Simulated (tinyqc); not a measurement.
# Worked calculation: resistance of a circular point contact between the ballistic and the diffusive limit

tinyqc, about 0.01 s, one thread, Intel Xeon 2.30GHz (shared host): `OMP_NUM_THREADS=1 python tinyqc.py 2760035 2760036 out.jsonl` Printed values are rounded.

Two half-spaces of a free-electron metal (one valley, spin 2) meet through a circular opening of radius a in an insulating sheet.

Inputs (values chosen for the exercise): free-electron density n = 8e20 cm^-3; mean free path l = 13 nm; radius of the opening a = 1.8 nm.

Constants: q = 1.602176634e-19 C, hbar = 1.054571817e-34 J s. Results are converted to the units shown.

Range of the model: With kF a below about 10 the smooth Sharvin count is off by about 2/(kF a).

## Fermi wave number and resistivity

kF = (3 pi^2 n)^(1/3), resistivity rho = hbar kF/(n q^2 l). Maxwell: RM = rho/(2 a); Sharvin: RS = 4 rho l/(3 pi a^2); interpolation R = RS + gamma RM, gamma = (1 + 0.83 K)/(1 + 1.33 K), K = l/a.

kF = 2.87191 1/nm
rho = 113.447 uohm cm
modes (kF a)^2/4 = 6.68076

## Resistances

As before.

RM = 315.130 ohm
RS = 1931.88 ohm
gamma = 0.659508
R = 2139.71 ohm

The Sharvin term makes up 90.3 % of R; it equals (h/2q^2) over the number of modes.
